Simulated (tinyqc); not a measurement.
# Inputs raised by 10 %, one at a time

Model: time-domain thermoreflectance: layered heat flow under a modulated pulse train, and what the signal ratio measures. Computed by tinyqc, a small Python program. Command: `OMP_NUM_THREADS=1 python tinyqc.py 3114133 3114134 out.jsonl tdtr sens`. One thread of a shared host (Intel(R) Xeon(R) Processor @ 2.30GHz), about 0.1 s of CPU time with the checks.

Pulses repeat at 80 MHz; heat is laid down at the surface, all layers are isotropic.

Inputs (values chosen for the exercise, modelled on aluminium on a SiGe alloy):
```
quantity                                value        unit
metal thickness d                         110          nm
metal conductivity                        170     W/(m K)
metal heat capacity                      2.42  MJ/(m^3 K)
boundary conductance G under the metal     52  MW/(m^2 K)
substrate conductivity kappa             7.41     W/(m K)
substrate heat capacity C                1.67  MJ/(m^3 K)
modulation frequency f                     10         MHz
spot radius w (1/e^2, pump and probe)      18  micrometre
delay t                                  1500          ps
```

Stack: metal, substrate.

Method:
- For radial wave number k and angular frequency W each layer has u = sqrt(4 pi^2 k^2 + i W C/kappa) and gamma = kappa u. Surface impedance from below: Z = 1/gamma for the substrate; a layer of thickness L maps Z to (Z + tanh(u L)/gamma)/(1 + gamma Z tanh(u L)); a boundary adds 1/G.
- Response per absorbed watt H(W) = 2 pi int_0^(2/w) Z(k, W) exp(-pi^2 k^2 w^2) k dk by 20 Gauss-Legendre points.
- Signal: X + iY = sum_(m = -M..M) H(2 pi (f + m f_r)) exp(i 2 pi m f_r t) exp(-pi (m/M)^2 x 4), f_r = 80 MHz, M = 4000, with H(-W) the complex conjugate of H(W); V_in = X, V_out = Y, ratio = -V_in/V_out.

Runs:
```
input moved                                          from     to  ratio -V_in/V_out  V_in (K/mW)  V_out (K/mW)  phase of H(2 pi f) (degrees)
base run                                                -      -              1.349      0.03508      -0.02600                        -56.46
metal thickness d (nm)                                110    121              1.270      0.03211      -0.02528                        -57.96
boundary conductance G under the metal (MW/(m^2 K))    52   57.2              1.355      0.03455      -0.02550                        -56.51
substrate conductivity kappa (W/(m K))               7.41  8.151              1.387      0.03521      -0.02539                        -55.66
substrate heat capacity C (MJ/(m^3 K))               1.67  1.837              1.387      0.03521      -0.02539                        -55.66
modulation frequency f (MHz)                           10     11              1.367      0.03380      -0.02472                        -57.24
spot radius w (1/e^2, pump and probe) (micrometre)     18   19.8              1.346      0.02898      -0.02152                        -56.53
delay t (ps)                                         1500   1650              1.307      0.03419      -0.02616                        -56.46
```

Exponents ln(y'/y) / ln(x'/x):
```
input                                   ratio -V_in/V_out    V_in   V_out  phase of H(2 pi f)
metal thickness d                                  -0.631  -0.927  -0.297               0.274
boundary conductance G under the metal              0.048  -0.158  -0.206               0.009
substrate conductivity kappa                        0.291   0.041  -0.250              -0.151
substrate heat capacity C                           0.291   0.041  -0.250              -0.151
modulation frequency f                              0.142  -0.389  -0.531               0.144
spot radius w (1/e^2, pump and probe)              -0.019  -2.005  -1.986               0.011
delay t                                            -0.331  -0.270   0.061               0.000
```

Which inputs matter most for each result?

Among the inputs moved here: ratio -V_in/V_out answers most in size to metal thickness d (exponent -0.631), next to delay t (-0.331). V_in answers most in size to spot radius w (1/e^2, pump and probe) (exponent -2.005), next to metal thickness d (-0.927). Its exponent -2.005 in spot radius w (1/e^2, pump and probe): one-dimensional flow, power over area. V_out answers most in size to spot radius w (1/e^2, pump and probe) (exponent -1.986), next to modulation frequency f (-0.531). Phase of H(2 pi f) answers most in size to metal thickness d (exponent +0.274), next to substrate conductivity kappa (-0.151); its exponent is below 0.0005 for delay t.
